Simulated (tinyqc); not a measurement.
Worked calculation: nudged elastic band on a two-dimensional model surface. Computed by tinyqc, a small Python program that keeps every step. Command: `OMP_NUM_THREADS=1 python tinyqc.py 3023706 3023707 out.jsonl neb walk`. One thread of a shared host (Intel(R) Xeon(R) Processor @ 2.30GHz), about 0.2 s of CPU time with the checks. Intermediate numbers are printed to about 6 digits and carried at full precision; extremes and crossings named in words are read from the listed rows.

V(x, y) = h u^2 + t x + (kappa/2)(y + c u)^2 with u = x^2/w^2 - 1; the path runs from the minimum near (-w, 0) to that near (w, 0).

Inputs (values chosen for the exercise, for a model surface):

| quantity | value | unit |
|---|---|---|
| height h | 0.61 | eV |
| half width w | 1.4 | angstrom |
| transverse stiffness kappa | 2.1 | eV/angstrom^2 |
| curvature c | 0.5 | angstrom |
| tilt t | 0.077 | eV/angstrom |
| movable images n | 7 | - |
| spring constant k_s | 0.69 | eV/angstrom^2 |
| step factor eta | 0.0035 | angstrom^2/eV |
| iteration cap | 100 | - |

Surface: curved double well. Climbing image: on.

## Stationary points

Newton steps x(new) = x - H^-1 grad V (moves limited to 0.3 angstrom) from (-w, 0), (w, 0) and (0, c) give the two minima and the saddle.

positions (angstrom):
```
               x         y
start   -1.42996  -0.02163
end      1.36798   0.02261
saddle   0.06197   0.49902
```

energies (eV): start -0.108965, end 0.106582, saddle 0.612384

barrier from the start = 0.721349 eV

## Straight-line start

Images are spaced evenly on the line between the minima.

images at the start (angstrom):
```
                x         y
image 1  -1.08022  -0.01610
image 2  -0.73047  -0.01057
image 3  -0.38073  -0.00504
image 4  -0.03099   0.00049
image 5   0.31876   0.00602
image 6   0.66850   0.01155
image 7   1.01824   0.01708
```

energies above the start (eV): 0.175773  0.523019  0.832794  0.977711  0.911940  0.671208  0.372797

The highest image lies +0.2564 eV from the true barrier.

## Iteration 1

Tangent at image i: towards the higher neighbour if the energies rise or fall through i; at a maximum or minimum, tau = t+ dmax + t- dmin if V(i+1) > V(i-1), else t+ dmin + t- dmax, with t+ = R(i+1) - R(i), t- = R(i) - R(i-1) and dmax, dmin the larger and smaller of |V(i+1) - V(i)| and |V(i-1) - V(i)|; then normalise. Force F = -grad V + (grad V.tau) tau + k_s (|t+| - |t-|) tau. With a climbing image, the highest image feels instead F = -grad V + 2 (grad V.tau) tau and no spring. Update R(new) = R + eta F; the end points stay fixed.

unit tangents:
```
                x         y
image 1  0.999875  0.015808
image 2  0.999875  0.015808
image 3  0.999875  0.015808
image 4  0.999875  0.015808
image 5  0.999875  0.015808
image 6  0.999875  0.015808
image 7  0.999875  0.015808
```

forces (eV/angstrom):
```
                x        y
image 1  -0.00747  0.47240
image 2  -0.01269  0.80246
image 3  -0.01571  0.99385
image 4   0.09892  1.05211
image 5  -0.01542  0.97543
image 6  -0.01222  0.77297
image 7  -0.00706  0.44660
```

images after iteration 1 (angstrom):
```
                x         y
image 1  -1.08024  -0.01444
image 2  -0.73052  -0.00776
image 3  -0.38078  -0.00156
image 4  -0.03064   0.00417
image 5   0.31870   0.00943
image 6   0.66846   0.01425
image 7   1.01822   0.01864
```

## Iteration 2

The formulas are those given above.

unit tangents:
```
                x         y
image 1  0.999817  0.019110
image 2  0.999843  0.017723
image 3  0.999866  0.016372
image 4  0.999880  0.015467
image 5  0.999887  0.015058
image 6  0.999905  0.013782
image 7  0.999921  0.012542
```

forces (eV/angstrom):
```
                x        y
image 1  -0.00902  0.47169
image 2  -0.01415  0.79841
image 3  -0.01588  0.98689
image 4   0.09914  1.04430
image 5  -0.01431  0.96867
image 6  -0.01060  0.76908
image 7  -0.00559  0.44588
```

images after iteration 2 (angstrom):
```
                x         y
image 1  -1.08027  -0.01279
image 2  -0.73057  -0.00497
image 3  -0.38084   0.00189
image 4  -0.03029   0.00783
image 5   0.31865   0.01282
image 6   0.66842   0.01695
image 7   1.01820   0.02020
```

## All iterations

Start on the straight line; stop when the largest force is below 1e-4 or above 1e6 eV/angstrom.

Course of the band:

| iteration | highest image (eV) | largest force (eV/angstrom) |
|---|---|---|
| 1 | 0.977711 | 1.05675 |
| 2 | 0.973910 | 1.04900 |
| 3 | 0.970165 | 1.04130 |
| 4 | 0.966477 | 1.03366 |
| 5 | 0.962843 | 1.02608 |
| 6 | 0.959263 | 1.01855 |
| 7 | 0.955736 | 1.01108 |
| 8 | 0.952262 | 1.00366 |
| 9 | 0.948839 | 0.99630 |
| ... | ... | ... |
| 92 | 0.787307 | 0.54147 |
| 93 | 0.786331 | 0.53751 |
| 94 | 0.785369 | 0.53359 |
| 95 | 0.784421 | 0.52969 |
| 96 | 0.783487 | 0.52582 |
| 97 | 0.782567 | 0.52198 |
| 98 | 0.781661 | 0.51817 |
| 99 | 0.780768 | 0.51439 |
| 100 | 0.779888 | 0.51063 |

Band at the end:

| image | x (angstrom) | y (angstrom) | E (eV) |
|---|---|---|---|
| 0 | -1.42996 | -0.021627 | 0.000000 |
| 1 | -1.09763 | 0.120051 | 0.120544 |
| 2 | -0.74552 | 0.199972 | 0.390949 |
| 3 | -0.38506 | 0.242634 | 0.651122 |
| 4 | 0.00194 | 0.259413 | 0.779888 |
| 5 | 0.32493 | 0.249615 | 0.732464 |
| 6 | 0.67818 | 0.214828 | 0.548072 |
| 7 | 1.03061 | 0.146123 | 0.323545 |
| 8 | 1.36798 | 0.022607 | 0.215547 |

energy of the highest image = 0.779888 eV

iterations = 100

largest force at the end = 0.510633 eV/angstrom

Tail of the force series: the residual falls at every step, but slowly, by a factor of about 0.993 a step

Not converged within 100 iterations: the residual falls at every step, but slowly, by a factor of about 0.993 a step.

Reruns converge with step factor eta = 0.088, iteration cap = 600. Reruns still fail with step factor eta = 0.00058, iteration cap = 600; and with iteration cap = 600.
